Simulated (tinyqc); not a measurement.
UHF in the sto-6g basis, for H6, spin multiplicity 1, step by step. One step of it, computed by the program tinyqc.

Question. Iteration 2: building the Fock matrix. J_ij = sum D_kl (ij|kl) with D = D(alpha) + D(beta), K_ij = sum D_kl (ik|jl) for each spin; F = H + J - K(s); E = tr D H + tr D J / 2 - 0.5 sum_s tr D(s) K(s) + E_nn.

D(alpha) after iteration 1, order 1H 1s, 2H 1s, 3H 1s, 4H 1s, 5H 1s, 6H 1s:
```
[[0.655543, 0.266817, -0.201301, -0.126627, 0.077804, 0.088843],
 [0.266817, 0.241338, 0.158336, 0.030412, -0.063323, -0.050599],
 [-0.201301, 0.158336, 0.513856, 0.235634, -0.114615, -0.141444],
 [-0.126627, 0.030412, 0.235634, 0.211819, 0.155766, 0.050412],
 [0.077804, -0.063323, -0.114615, 0.155766, 0.462131, 0.275857],
 [0.088843, -0.050599, -0.141444, 0.050412, 0.275857, 0.176044]]
```

D(beta) after iteration 1, order 1H 1s, 2H 1s, 3H 1s, 4H 1s, 5H 1s, 6H 1s:
```
[[0.176044, 0.275857, 0.050412, -0.141444, -0.050599, 0.088843],
 [0.275857, 0.462131, 0.155766, -0.114615, -0.063323, 0.077804],
 [0.050412, 0.155766, 0.211819, 0.235634, 0.030412, -0.126627],
 [-0.141444, -0.114615, 0.235634, 0.513856, 0.158336, -0.201301],
 [-0.050599, -0.063323, 0.030412, 0.158336, 0.241338, 0.266817],
 [0.088843, 0.077804, -0.126627, -0.201301, 0.266817, 0.655543]]
```

core Hamiltonian H = T + V (hartree), order 1H 1s, 2H 1s, 3H 1s, 4H 1s, 5H 1s, 6H 1s:
```
[[-1.413169, -0.693789, -0.103332, -0.010421, -0.000718, -0.000037],
 [-0.693789, -1.734788, -0.736536, -0.108564, -0.010195, -0.000718],
 [-0.103332, -0.736536, -1.838755, -0.777212, -0.108564, -0.010421],
 [-0.010421, -0.108564, -0.777212, -1.838755, -0.736536, -0.103332],
 [-0.000718, -0.010195, -0.108564, -0.736536, -1.734788, -0.693789],
 [-0.000037, -0.000718, -0.010421, -0.103332, -0.693789, -1.413169]]
```

Two-electron integrals (ij|kl) in chemists' order, unique and non-zero (hartree):
```
(11|11) 0.774999   (21|11) 0.202368   (21|21) 0.074534   (22|11) 0.398939
(22|21) 0.202368   (22|22) 0.774999   (31|11) 0.018825   (31|21) 0.007802
(31|22) 0.025197   (31|31) 0.000993   (32|11) 0.095635   (32|21) 0.047975
(32|22) 0.194865   (32|31) 0.007571   (32|32) 0.069690   (33|11) 0.206217
(33|21) 0.097992   (33|22) 0.393063   (33|31) 0.018825   (33|32) 0.194865
(33|33) 0.774999   (41|11) 0.001377   (41|21) 0.000589   (41|22) 0.001980
(41|31) 0.000083   (41|32) 0.000676   (41|33) 0.001980   (41|41) 0.000008
(42|11) 0.010184   (42|21) 0.004842   (42|22) 0.018825   (42|31) 0.000807
(42|32) 0.007571   (42|33) 0.025197   (42|41) 0.000083   (42|42) 0.000993
(43|11) 0.058803   (43|21) 0.026299   (43|22) 0.097992   (43|31) 0.004842
(43|32) 0.047975   (43|33) 0.202368   (43|41) 0.000589   (43|42) 0.007802
(43|43) 0.074534   (44|11) 0.137950   (44|21) 0.058803   (44|22) 0.206217
(44|31) 0.010184   (44|32) 0.095635   (44|33) 0.398939   (44|41) 0.001377
(44|42) 0.018825   (44|43) 0.202368   (44|44) 0.774999   (51|11) 0.000067
(51|21) 0.000030   (51|22) 0.000107   (51|31) 4.59e-06   (51|32) 0.000040
(51|33) 0.000126   (51|41) 4.60e-07   (51|42) 0.000005   (51|43) 0.000041
(51|44) 0.000107   (51|51) 2.97e-08   (52|11) 0.000763   (52|21) 0.000348
(52|22) 0.001310   (52|31) 0.000059   (52|32) 0.000545   (52|33) 0.001892
(52|41) 0.000006   (52|42) 0.000079   (52|43) 0.000666   (52|44) 0.001892
(52|51) 4.39e-07   (52|52) 0.000007   (53|11) 0.006578   (53|21) 0.002834
(53|22) 0.010086   (53|31) 0.000494   (53|32) 0.004670   (53|33) 0.018825
(53|41) 0.000061   (53|42) 0.000802   (53|43) 0.007802   (53|44) 0.025197
(53|51) 4.59e-06   (53|52) 0.000079   (53|53) 0.000993   (54|11) 0.040556
(54|21) 0.016794   (54|22) 0.056828   (54|31) 0.002759   (54|32) 0.024749
(54|33) 0.095635   (54|41) 0.000353   (54|42) 0.004670   (54|43) 0.047975
(54|44) 0.194865   (54|51) 0.000029   (54|52) 0.000545   (54|53) 0.007571
(54|54) 0.069690   (55|11) 0.103153   (55|21) 0.041712   (55|22) 0.137128
(55|31) 0.006578   (55|32) 0.056828   (55|33) 0.206217   (55|41) 0.000794
(55|42) 0.010086   (55|43) 0.097992   (55|44) 0.393063   (55|51) 0.000067
(55|52) 0.001310   (55|53) 0.018825   (55|54) 0.194865   (55|55) 0.774999
(61|11) 2.49e-06   (61|21) 1.11e-06   (61|22) 4.00e-06   (61|31) 1.83e-07
(61|32) 1.67e-06   (61|33) 0.000006   (61|41) 2.01e-08   (61|42) 2.46e-07
(61|43) 2.09e-06   (61|44) 0.000006   (61|52) 2.19e-08   (61|53) 2.46e-07
(61|54) 1.67e-06   (61|55) 4.00e-06   (62|11) 0.000043   (62|21) 0.000019
(62|22) 0.000067   (62|31) 3.16e-06   (62|32) 0.000029   (62|33) 0.000107
(62|41) 3.64e-07   (62|42) 4.59e-06   (62|43) 0.000041   (62|44) 0.000126
(62|51) 2.65e-08   (62|52) 4.39e-07   (62|53) 0.000005   (62|54) 0.000040
(62|55) 0.000107   (62|62) 2.97e-08   (63|11) 0.000550   (63|21) 0.000231
(63|22) 0.000794   (63|31) 0.000039   (63|32) 0.000353   (63|33) 0.001377
(63|41) 4.73e-06   (63|42) 0.000061   (63|43) 0.000589   (63|44) 0.001980
(63|51) 3.64e-07   (63|52) 0.000006   (63|53) 0.000083   (63|54) 0.000676
(63|55) 0.001980   (63|61) 2.01e-08   (63|62) 4.60e-07   (63|63) 0.000008
(64|11) 0.004894   (64|21) 0.001988   (64|22) 0.006578   (64|31) 0.000317
(64|32) 0.002759   (64|33) 0.010184   (64|41) 0.000039   (64|42) 0.000494
(64|43) 0.004842   (64|44) 0.018825   (64|51) 3.16e-06   (64|52) 0.000059
(64|53) 0.000807   (64|54) 0.007571   (64|55) 0.025197   (64|61) 1.83e-07
(64|62) 4.59e-06   (64|63) 0.000083   (64|64) 0.000993   (65|11) 0.032465
(65|21) 0.012923   (65|22) 0.041712   (65|31) 0.001988   (65|32) 0.016794
(65|33) 0.058803   (65|41) 0.000231   (65|42) 0.002834   (65|43) 0.026299
(65|44) 0.097992   (65|51) 0.000019   (65|52) 0.000348   (65|53) 0.004842
(65|54) 0.047975   (65|55) 0.202368   (65|61) 1.11e-06   (65|62) 0.000030
(65|63) 0.000589   (65|64) 0.007802   (65|65) 0.074534   (66|11) 0.082671
(66|21) 0.032465   (66|22) 0.103153   (66|31) 0.004894   (66|32) 0.040556
(66|33) 0.137950   (66|41) 0.000550   (66|42) 0.006578   (66|43) 0.058803
(66|44) 0.206217   (66|51) 0.000043   (66|52) 0.000763   (66|53) 0.010184
(66|54) 0.095635   (66|55) 0.398939   (66|61) 2.49e-06   (66|62) 0.000067
(66|63) 0.001377   (66|64) 0.018825   (66|65) 0.202368   (66|66) 0.774999
```

nuclear repulsion = 3.59416923 hartree

Give: Coulomb J; exchange K(alpha); exchange K(beta); F(alpha); F(beta); total energy of this density.

Answer.

Coulomb J (hartree), order 1H 1s, 2H 1s, 3H 1s, 4H 1s, 5H 1s, 6H 1s:
```
[[1.7008, 0.6364, 0.0841, 0.0080, 0.0005, 0.0000],
 [0.6364, 1.9932, 0.6701, 0.0888, 0.0079, 0.0005],
 [0.0841, 0.6701, 2.0847, 0.7106, 0.0888, 0.0080],
 [0.0080, 0.0888, 0.7106, 2.0847, 0.6701, 0.0841],
 [0.0005, 0.0079, 0.0888, 0.6701, 1.9932, 0.6364],
 [0.0000, 0.0005, 0.0080, 0.0841, 0.6364, 1.7008]]
```

exchange K(alpha) (hartree), order 1H 1s, 2H 1s, 3H 1s, 4H 1s, 5H 1s, 6H 1s:
```
[[0.6292, 0.3017, 0.0316, -0.0108, 0.0026, 0.0061],
 [0.3017, 0.4256, 0.2415, 0.0655, -0.0022, -0.0095],
 [0.0316, 0.2415, 0.5845, 0.2735, 0.0383, -0.0118],
 [-0.0108, 0.0655, 0.2735, 0.3874, 0.2352, 0.0750],
 [0.0026, -0.0022, 0.0383, 0.2352, 0.5615, 0.2760],
 [0.0061, -0.0095, -0.0118, 0.0750, 0.2760, 0.2866]]
```

exchange K(beta) (hartree), order 1H 1s, 2H 1s, 3H 1s, 4H 1s, 5H 1s, 6H 1s:
```
[[0.2866, 0.2760, 0.0750, -0.0118, -0.0095, 0.0061],
 [0.2760, 0.5615, 0.2352, 0.0383, -0.0022, 0.0026],
 [0.0750, 0.2352, 0.3874, 0.2735, 0.0655, -0.0108],
 [-0.0118, 0.0383, 0.2735, 0.5845, 0.2415, 0.0316],
 [-0.0095, -0.0022, 0.0655, 0.2415, 0.4256, 0.3017],
 [0.0061, 0.0026, -0.0108, 0.0316, 0.3017, 0.6292]]
```

F(alpha) (hartree), order 1H 1s, 2H 1s, 3H 1s, 4H 1s, 5H 1s, 6H 1s:
```
[[-0.3415, -0.3591, -0.0508, 0.0084, -0.0028, -0.0061],
 [-0.3591, -0.1672, -0.3079, -0.0852, -0.0002, 0.0092],
 [-0.0508, -0.3079, -0.3386, -0.3400, -0.0581, 0.0094],
 [0.0084, -0.0852, -0.3400, -0.1415, -0.3017, -0.0942],
 [-0.0028, -0.0002, -0.0581, -0.3017, -0.3031, -0.3334],
 [-0.0061, 0.0092, 0.0094, -0.0942, -0.3334, 0.0011]]
```

F(beta) (hartree), order 1H 1s, 2H 1s, 3H 1s, 4H 1s, 5H 1s, 6H 1s:
```
[[0.0011, -0.3334, -0.0942, 0.0094, 0.0092, -0.0061],
 [-0.3334, -0.3031, -0.3017, -0.0581, -0.0002, -0.0028],
 [-0.0942, -0.3017, -0.1415, -0.3400, -0.0852, 0.0084],
 [0.0094, -0.0581, -0.3400, -0.3386, -0.3079, -0.0508],
 [0.0092, -0.0002, -0.0852, -0.3079, -0.1672, -0.3591],
 [-0.0061, -0.0028, 0.0084, -0.0508, -0.3591, -0.3415]]
```

total energy of this density = -2.984826 hartree
